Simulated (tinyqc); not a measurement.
From results back to parameters: alloy A(1-x)B(x) by interpolation with bowing. Five cases, with inputs chosen for the exercise.

Problem. An unstrained alloy A(1-x)B(x) follows Vegard, a(x) = (1 - x) a_A + x a_B, and E(x) = (1 - x) E_A + x E_B - C x (1 - x) at Gamma. Its lattice constant and gap are given.

Case 1.

Values chosen (out of a larger set: A near InP, B near GaP; not measured data): a = (5.878, 5.444) angstrom (lattice constant of A, B); Eg = (1.42, 2.911) eV (gap at Gamma to the s-like level of A, B).

a(x) = 5.838940 angstrom
gap at Gamma = 1.496123 eV

Case 2.

Values chosen (out of a larger set: A near Ge, B near Si; not measured data): a = (5.654, 5.432) angstrom (lattice constant of A, B); Eg = (0.9, 4.245) eV (gap at Gamma to the s-like level of A, B).

a(x) = 5.554100 angstrom
gap at Gamma = 2.356987 eV

Case 3.

Values chosen (out of a larger set: A near Ge, B near Si; not measured data): a = (5.654, 5.43) angstrom (lattice constant of A, B); Eg = (0.906, 4.124) eV (gap at Gamma to the s-like level of A, B).

a(x) = 5.627120 angstrom
gap at Gamma = 1.273574 eV

Case 4.

Values chosen (out of a larger set: A near InAs, B near GaAs; not measured data): a = (6.065, 5.655) angstrom (lattice constant of A, B); Eg = (0.413, 1.528) eV (gap at Gamma to the s-like level of A, B).

a(x) = 5.974800 angstrom
gap at Gamma = 0.585370 eV

Case 5.

Values chosen (out of a larger set: A near InAs, B near GaAs; not measured data): a = (6.055, 5.645) angstrom (lattice constant of A, B); Eg = (0.415, 1.522) eV (gap at Gamma to the s-like level of A, B).

a(x) = 5.968900 angstrom
gap at Gamma = 0.557055 eV

Find: x; linear part of the gap; C.

Solution. x = (a - a_A)/(a_B - a_A); the bowing is the shortfall against the linear part divided by x (1 - x).

Case 1.

x = 0.090
linear part of the gap = 1.5542 eV
C = 0.709 eV

Case 2.

x = 0.450
linear part of the gap = 2.4053 eV
C = 0.195 eV

Case 3.

x = 0.120
linear part of the gap = 1.2922 eV
C = 0.176 eV

Case 4.

x = 0.220
linear part of the gap = 0.6583 eV
C = 0.425 eV

Case 5.

x = 0.210
linear part of the gap = 0.6475 eV
C = 0.545 eV

Computed by tinyqc, one run a case: `OMP_NUM_THREADS=1 python tinyqc.py N N+1 out.jsonl` with N = 1080598, 1080614, 1080653, 1080689, 1080709; one thread of a shared Intel(R) Xeon(R) Processor @ 2.30GHz, about 0.01 s a run at most.
